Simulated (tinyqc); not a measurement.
Plane-wave Kohn-Sham cycle with exchange-only LDA in a layered model solid, step by step. One step of it, computed by the program tinyqc.

Task: Iteration 2: levels at that k. Diagonalise the Hermitian matrix.

H (hartree), lower triangle:
```
           -3         -2         -1         +0         +1         +2        +3
-3   0.616621
-2  -0.057627   0.189439
-1  -0.098109  -0.057627  -0.066870
+0   0.000370  -0.098109  -0.057627  -0.152306
+1   0.000230   0.000370  -0.098109  -0.057627  -0.066870
+2   0.000592   0.000230   0.000370  -0.098109  -0.057627   0.189439
+3   0.000338   0.000592   0.000230   0.000370  -0.098109  -0.057627  0.616621
```

Give: eigenvalues.

Result:

eigenvalues (hartree): -0.2885  -0.0929  -0.0078  0.2069  0.2352  0.6355  0.6376
